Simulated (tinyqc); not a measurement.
## Resistance of a source-drain extension with a graded tip: abruptness at a fixed junction position

y runs along the channel, the gate covers y > 0. The doping is N0 for y < y0 and N0 10^(-(y - y0)/la) beyond, uniform over the depth xj. Sheet conductance s(y) = q mu(N) max(N - Nch, 0) xj + (for y > 0) ma Cox Vo, with mu(N) = u0 + (u1 - u0)/(1 + (N/Nr)^au) and Cox = eps0 eox/tox. Current is taken as one-dimensional; depletion of the tip, spreading and the contact are left out. The metallurgical junction lies at yj, where N = Nch.

R_spacer = integral of dy/s from -Ls to 0, R_ov from 0 to yj, R_channel = (Lg - 2 yj)/(ma Cox Vo), R_total = 2 R_spacer + 2 R_ov + R_channel. Electrical length L_eff = ma Cox dR_total/d(1/Vo); R_series = R_total - L_eff/(ma Cox Vo). y0 is moved with la so that yj stays at 21.983 nm.

Parameters, values chosen for the exercise; mobility law close to that of holes in silicon: relative permittivity of the gate insulator (close to aluminium oxide) eox = 8.98; insulator thickness tox = 2.5 nm; active doping of the extension far from the gate N0 = 2.3e20 cm^-3; depth of the extension xj = 27 nm; channel doping Nch = 3.8e17 cm^-3; spacer length Ls = 14 nm; gate overdrive Vo = 0.33 V; mobility of the gate-induced layer ma = 44 cm^2/(V s); mobility at low doping u1 = 470.5 cm^2/(V s); mobility at high doping u0 = 44.9 cm^2/(V s); reference doping Nr = 2.23e17 cm^-3; exponent au = 0.719; gate length Lg = 90 nm.

Constants: q = 1.602176634e-19 C, eps0 = 8.8541878128e-14 F/cm where lengths are in cm. Results are converted to the units shown.

The same in every row: yj (nm) = 21.98; R_channel (ohm um) = 996.9.

Results:
```
la (nm/decade),R_spacer (ohm um),R_ov (ohm um),R_total (ohm um),L_eff (nm),R_series (ohm um)
1,2.950,18.53,1040,46.71,28.35
2.3,2.950,36.65,1076,47.58,45.72
3.6,2.950,54.76,1112,48.45,63.09
4.9,2.950,72.88,1149,49.32,80.46
6.1,2.950,89.61,1182,50.13,96.50
8.7,3.109,125.7,1254,51.87,131.3
10,4.194,142.8,1291,52.74,148.8
```

Estimate the missing row, la = 7.4 nm/decade.

Computed row:
```
la (nm/decade),R_spacer (ohm um),R_ov (ohm um),R_total (ohm um),L_eff (nm),R_series (ohm um)
7.4,2.950,107.7,1218,51.00,113.9
```

With this row back in the table: As la goes from 1 to 10 nm/decade, R_total rises from 1040 to 1290 ohm um, R_spacer rises from 2.95 to 4.19 ohm um and R_ov rises from 18.5 to 143 ohm um. R_total changes on average by 27.9 ohm um for each nm/decade. L_eff exceeds the metallurgical length by 0.674 nm in the first row and 6.70 nm in the last, since the gate also controls the lightly doped tips.

tinyqc, about 0.04 s, one thread, Intel Xeon 2.30GHz (shared host): `OMP_NUM_THREADS=1 python tinyqc.py 2282083 2282084 out.jsonl`
